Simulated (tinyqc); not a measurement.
Three voltage laws: time-dependent dielectric breakdown: cell percolation, Weibull statistics, area scaling and voltage extrapolation. Computed by tinyqc, a small Python program. Command: `OMP_NUM_THREADS=1 python tinyqc.py 3007443 3007444 out.jsonl tddb walk`. One thread of a shared host (Intel(R) Xeon(R) Processor @ 2.30GHz), about 0.01 s of CPU time with the checks.

The oxide is divided into columns of area a^2, each holding m = t_ox/a cells (m is taken as continuous). A share lambda(t) = (t/t_1)^alpha of the cells is defective, and a column whose cells are all defective breaks down.

Inputs (values chosen for the exercise, for a model gate oxide):
```
quantity                                                   value  unit
oxide thickness t_ox                                         1.4    nm
defect cell size a                                           1.2    nm
exponent alpha of defect growth                              0.9     -
time t_1 at which the occupied share would reach 1       1.7e+08     s
test area A                                                    9  um^2
product area A_u                                          600000  um^2
stress voltage V                                               2     V
use voltage V_u                                              1.3     V
local exponent n = -d ln t/d ln V at the stress voltage       48     -
activation energy E_a                                       0.87    eV
stress temperature T                                         105     C
use temperature T_u                                          100     C
allowed failure fraction F                                0.0001     -
```

Voltage law used: E.

Constants: k_B = 8.617333262e-05 eV/K.

Method:
- Failure fraction F = 1 - (1 - lambda^m)^N with N = A/a^2 columns, which for small lambda^m is 1 - exp(-(t/t63)^beta) with beta = alpha m and t63 = t_1 N^(-1/beta); critical share lambda(t63) = N^(-1/m). 1 um^2 = 1e6 nm^2.
- All three voltage laws share the slope n at the stress voltage. Factor t(V_u)/t(V): E law exp(n (1 - V_u/V)); 1/E law exp(n (V/V_u - 1)); power law (V/V_u)^n.
- Temperatures in kelvin are T(C) + 273.15.
- Temperature factor exp[(E_a/k_B)(1/T_u - 1/T)]; area factor (A/A_u)^(1/beta); percentile factor (-ln(1 - F))^(1/beta); life = t63 x all four; 1 year = 3.15576e7 s.
- Life = t63 x voltage, temperature, area and percentile factors, the last three as above.

projected life = 2.02716e-07 years

voltage factor = 1.97764e+07

Log10 of the life in years:
```
V_u/V  V_u (V)    E law  1/E law  power law
1.00       2.0  -13.989  -13.989    -13.989
0.95       1.9  -12.947  -12.892    -12.920
0.90       1.8  -11.905  -11.673    -11.793
0.80       1.6   -9.820   -8.778     -9.338
0.70       1.4   -7.735   -5.055     -6.554
0.60       1.2   -5.651   -0.092     -3.341
0.50       1.0   -3.566    6.857      0.460
0.40       0.8   -1.482   17.280      5.112
```

What follows from these numbers?

At V_u/V = 0.9 the laws differ by 0.23 decades at most, and at 0.5 by 10.4. The E law is the most cautious and the 1/E law the most hopeful. Ten years are reached at V_u/V = 0.281 (E), 0.582 (1/E), 0.487 (power). Caution: t_1 is an input here; in a real oxide it changes with thickness at fixed voltage. Caution: the rows at low voltage extrapolate over many decades and cannot be tested.
